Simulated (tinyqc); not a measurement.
Worked calculation: band gaps under pressure and temperature from deformation potentials. Values are carried at full precision from step to step, so a last printed digit may differ when a step is redone from the rounded ones.

Murnaghan: V/V0 = (1 + Bp P/B0)^(-1/Bp), B0 = (C11 + 2 C12)/3. Each gap moves by a ln(V/V0) with its volume potential a, and falls with temperature by aV T^2/(T + bV) (Varshni); the two effects are added. No change of phase is considered.

Inputs chosen for the exercise (near those of InP, the X and L potentials typical of such crystals; shifted at random, so the results belong to these values and not to a real crystal): C11 = 100.2 GPa; C12 = 56.5 GPa; Bp = 4.41 (pressure derivative of the bulk modulus); P = 4.6 GPa (pressure); Eg = 1.451 eV (gap at Gamma to the s-like level at 0 K, 0 GPa); EgX = 2.396 eV (gap to X at 0 K, 0 GPa); EgL = 2.037 eV (gap to L at 0 K, 0 GPa); aG = -6.56 eV (volume potential of the Gamma gap); aX = 2.07 eV (volume potential of the X gap); aL = -2.94 eV (volume potential of the L gap); aV = (0.373, 0.465, 0.371) meV/K (Varshni alpha of Gamma, X, L); bV = (169, 201, 152) K (Varshni beta of Gamma, X, L); T = 200 K (temperature); aT = 4.6 1e-6/K (linear thermal expansion near 300 K).

## Volume under pressure

Give B0, V/V0, ln(V/V0), the change of the lattice constant and the linear estimate -P/B0.

B0 = 71.07 GPa
V/V0 = 0.94465
ln(V/V0) = -0.05694
change of a = -1.880 %
-P/B0 = -0.06473

The stiffening under pressure makes the compression 12.0 % smaller than the linear estimate.

## Gaps at P and T

Give both shifts and the gaps.

pressure shifts (eV): Gamma 0.3735, X -0.1179, L 0.1674

temperature shifts (eV): Gamma -0.0404, X -0.0464, L -0.0422

gaps (eV): Gamma 1.7841, X 2.2317, L 2.1622

The lowest valley is Gamma (direct gap), 378 meV below L; at 0 K and 0 GPa it is Gamma.

## Pressure coefficients

Expand in P: E = E0 + c1 P + c2 P^2 with c1 = -a/B0 and c2 = a Bp/(2 B0^2).

c1 (meV/GPa): Gamma 92.31, X -29.13, L 41.37

c2 (meV/GPa^2): Gamma -2.864, X 0.904, L -1.284

Gamma and L rise under pressure and X falls, as the signs of the volume potentials say.

## Pressures at which the valleys cross

Two gaps meet at ln(V/V0) = -(E_i - E_j)/(a_i - a_j), with the gaps at T and P = 0; then P = (B0/Bp)(exp(-Bp ln(V/V0)) - 1). A dash marks expansion or a compression beyond ln(V/V0) = -0.3.

Crossings:
```
pair     E_i - E_j (eV)  ln(V/V0)  P (GPa)
Gamma-X         -0.9390   -0.1088     9.92
Gamma-L         -0.5843   -0.1614    16.72
L-X             -0.3548   -0.0708     5.91
```

The lowest valley changes at 9.92 GPa (Gamma to X).

## How much of dE/dT is thermal expansion

At 300 K: dE/dT = -aV T (T + 2 bV)/(T + bV)^2; expansion alone gives 3 aT a; the rest is electron-phonon coupling.

dE/dT (meV/K): Gamma -0.3246, X -0.3902, L -0.3290

from expansion (meV/K): Gamma -0.0905, X 0.0286, L -0.0406

remainder (meV/K): Gamma -0.2340, X -0.4187, L -0.2885

Expansion supplies 28 % of the slope at Gamma and 12 % at L; at X it works against the fall.

## Checks

- Slope of the Gamma gap at P = 0 by finite differences against c1 (meV/GPa): both 92.308.

Program tinyqc; command `OMP_NUM_THREADS=1 python tinyqc.py 1080959 1080960 out.jsonl`; about 0.01 s on one thread of a shared Intel(R) Xeon(R) Processor @ 2.30GHz.
